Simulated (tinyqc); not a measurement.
# Changing the temperature T

Model: kinetic Monte Carlo and master equation for a particle on a ring of sites with traps and bias. Computed by tinyqc, a small Python program. Command: `OMP_NUM_THREADS=1 python tinyqc.py 3006096 3006097 out.jsonl kmc sweep`. One thread of a shared host (Intel(R) Xeon(R) Processor @ 2.30GHz), about 0.01 s of CPU time with the checks.

7 sites on a ring, numbered 1 to 7. The saddle between i and i+1 lies at E0 + s b_i and site i at s eps_i; a force F tilts the landscape, with the saddle half-way.

Inputs (values chosen for the exercise, for a model defect):
```
quantity                        value         unit
reference barrier E0             0.73           eV
scale factor s of the disorder      1            -
attempt frequency nu              2.7          THz
site spacing a                    2.5     angstrom
force F along the ring          0.013  eV/angstrom
```

Disorder: site traps.

site energies eps_i (eV): -0.092  0  -0.052  0  0  0  0

saddle shifts b_i between sites i and i+1 (eV): 0  0  0  0  0  0  0

Constants: k_B = 8.617333262e-05 eV/K.

Method:
- Rates: k(i to i+1) = nu exp(-(E0 + s b_i - s eps_i - F a/2)/(k_B T)), k(i to i-1) = nu exp(-(E0 + s b_(i-1) - s eps_i + F a/2)/(k_B T)).
- Share right = k right/(k right + k left); mean stay = 1/(k right + k left).
- Master equation dP/dt = W P, W_(i+1,i) = k right, W_(i-1,i) = k left, columns summing to zero. The steady state is its null vector; drift v = a sum P_i (k right - k left). D = a^2 lambda''(0)/2, where lambda(q) is the leading eigenvalue of W with right hops weighted by exp(q) and left hops by exp(-q).
- The slowest relaxation rate is minus the real part of the next eigenvalue of W. 1 angstrom = 1e-8 cm.
- At zero force D0 = a^2 nu exp(-E0/(k_B T)) / [<exp(-s eps/(k_B T))> <exp(s b/(k_B T))>], with means over the ring; Einstein relation v = D0 F/(k_B T); 1 angstrom = 1e-8 cm.

One run for each value:
```
temperature T (K)  zero-force diffusivity D0 (cm^2/s)  D0 over the value without disorder  drift velocity v (cm/s)
220                                         1.504e-21                              0.0471                1.163e-13
270                                         4.202e-18                              0.1053                2.544e-10
330                                         2.290e-15                              0.1911                1.105e-07
400                                         3.130e-13                              0.2923                1.225e-05
490                                         2.123e-11                              0.4055                6.700e-04
590                                         4.943e-10                              0.5040                1.286e-02
880                                         7.528e-08                              0.6764                1.300e+00
```

Give the missing row, temperature T (K) = 720.

Computed row:
```
temperature T (K)  zero-force diffusivity D0 (cm^2/s)  D0 over the value without disorder  drift velocity v (cm/s)
720                                         7.830e-09                              0.5974                1.659e-01
```

Interpolating between the two neighbouring rows (linearly) misses most in zero-force diffusivity D0 (cm^2/s), by a factor of 4.3. Over the rows, zero-force diffusivity D0 (cm^2/s) rises from 1.50e-21 to 7.53e-8 (exponent d ln y / d ln x 39 between the first rows and 11 between the last); D0 over the value without disorder rises from 0.0471 to 0.676 (exponent d ln y / d ln x 3.9 between the first rows and 0.62 between the last); drift velocity v (cm/s) rises from 1.16e-13 to 1.30 (exponent d ln y / d ln x 38 between the first rows and 10 between the last). The apparent barrier of D0 is 0.812 eV between the coldest rows and 0.772 eV between the hottest; at low T it tends to the highest saddle minus the deepest site, 0.822 eV, at high T to the mean difference, 0.751 eV.

Extremes, crossings and ranges named in words are read from the listed rows.
